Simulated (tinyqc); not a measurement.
What each form factor does: empirical-pseudopotential levels.

Empirical pseudopotential on the fcc lattice, atoms at +/- tau, tau = a (1,1,1)/8, no spin-orbit coupling. H(G,G') = c (2 pi/a)^2 |k + G|^2 delta + VS(q) cos(q.tau) + i VA(q) sin(q.tau), q = G - G', c = hbar^2/2m0; k and G in units of 2 pi/a; VS at |q|^2 = 3, 8, 11 and VA at 3, 4, 11, in rydberg, zero elsewhere. The basis is fixed: all 65 G with |G|^2 up to Gcut. Energies are counted from the fourth level at Gamma.

Constants: hbar^2/2m0 = 3.80998211 eV angstrom^2; Ry = 13.60569312 eV.

Inputs chosen for the exercise (near those of GaSb; the results hold for these values, not for the real material):
```
symbol  value   unit        meaning
a       6.136   angstrom    lattice constant
VS3     -0.22   Ry
VS8     -0.002  Ry
VS11    0.049   Ry
VA3     0.059   Ry
VA4     0.051   Ry
VA11    0.011   Ry
Gcut    16      (2 pi/a)^2  largest |G|^2 of the fixed basis
```

Lowest empty singlet and triplet at Gamma and the valence width there (fixed basis); lowest empty level at X = (1,0,0) and L = (1/2,1/2,1/2) from the valence top, these levels and that top with all |k + G|^2 up to 21. Singlet and triplet count orbital degeneracy. VS3 is VS at |q|^2 = 3, and so on. The row for a keeps the form factors fixed, so it is no model of a real expansion, which changes them too. Each row changes one parameter from the base and keeps the others.

Results:
```
case,singlet (eV),triplet (eV),X (eV),L (eV),width (eV)
base,0.584,4.307,2.013,1.543,10.657
a = 6.197 angstrom,0.629,4.329,2.129,1.620,10.445
VS3 = -0.23 Ry,0.566,4.438,2.266,1.649,10.668
VS8 = -0.012 Ry,0.157,4.401,1.991,1.353,10.852
VS11 = 0.039 Ry,0.095,4.160,1.777,1.209,10.895
VA3 = 0.049 Ry,0.461,4.176,1.799,1.430,10.609
VA4 = 0.041 Ry,0.520,4.120,2.005,1.371,10.599
VA11 = 0.001 Ry,0.788,4.312,2.132,1.603,10.549
```

The largest shifts from the base row, up to three for each result and ties (the steps differ in size, so this ranks the rows, not the parameters). singlet (eV): VS11 -0.488, VS8 -0.427, VA11 +0.205. triplet (eV): VA4 -0.188, VS11 -0.147, VA3 -0.132. X (eV): VS3 +0.253, VS11 -0.236, VA3 -0.213. L (eV): VS11 -0.333, VS8 -0.190, VA4 -0.172. width (eV): VS11 +0.238, a -0.211, VS8 +0.195.

Computed by tinyqc, a small Python program: `OMP_NUM_THREADS=1 python tinyqc.py 1051463 1051464 out.jsonl` (the numbers bound the seed that draws the inputs); one thread of a shared host (Intel(R) Xeon(R) Processor @ 2.30GHz), about 0.3 s for the whole set of steps.
